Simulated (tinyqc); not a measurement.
From results back to parameters: two-band tight binding of a puckered layer.

Problem. In the two-band model of a puckered layer with hoppings t1 to t5, along y the masses are c/(gy + ey) for electrons and c/(gy - ey) for holes, with gy = -ay^2 (t1 + t3)/4, ey = -t4 ay^2/2, c = hbar^2/2m0; the gap is 2 (t2 + 2 t1 + 2 t3 + t5). The values below come from hidden hoppings.

Constants: hbar^2/2m0 = 3.80998211 eV angstrom^2.

Parameters, chosen for this exercise (out of a larger set: near a published set for monolayer black phosphorus; not measured data): ay = 3.33 angstrom (period along y (zigzag)).

masses along y (m0): electron 0.855754, hole 1.120996

gap = 1.6220 eV

Find: t1 + t3, t4, t2 + t5.

Solution. The mean of c/m gives gy and half the difference ey; the gap then gives t2 + t5.

t1 + t3, t4, t2 + t5 (eV): -1.416  -0.095  3.643

tinyqc: `OMP_NUM_THREADS=1 python tinyqc.py 1482309 1482310 out.jsonl`; about 0.01 s, one thread, shared Intel(R) Xeon(R) Processor @ 2.30GHz.
